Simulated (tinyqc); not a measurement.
Precursor delivery by bubblers, mass-transport growth and the solid composition of a III-V alloy: one step, computed by the program tinyqc. Command: `OMP_NUM_THREADS=1 python tinyqc.py 3002799 3002800 out.jsonl movpe_thermo walk`. One thread of a shared host (Intel(R) Xeon(R) Processor @ 2.30GHz), about 0.01 s of CPU time with the checks.

1 sccm = 44.615 micromol/min; 1 torr = 133.322 Pa. The sources decompose fully at the surface.

Problem. Partial pressures in the reactor. p_i = p n_i/(44615 F_t), F_t in slm; p_V = p F_V/(1000 F_t), counted per molecule supplied; V/III = 44.615 F_V/(n1 + n2); vapour fraction of source 2 = n2/(n1 + n2).

Inputs (values chosen for the exercise, modelled on triethylgallium (source 1) and trimethylindium (source 2) for the vapour pressures):
```
quantity             value  unit
bath temperature T1    299     K
bath temperature T2    302     K
total flow F_t         4.3   slm
group-V flow F_V       330  sccm
reactor pressure p     100  torr
```

molar flow 1 = 13.76585 micromol/min

molar flow 2 = 14.24149 micromol/min

Give: p_1; p_2; p_V; V/III ratio; vapour fraction of source 2.

Solution.

p_1 = 0.0071755 torr

p_2 = 0.0074235 torr

p_V = 7.6744 torr

V/III ratio = 525.68

vapour fraction of source 2 = 0.50849
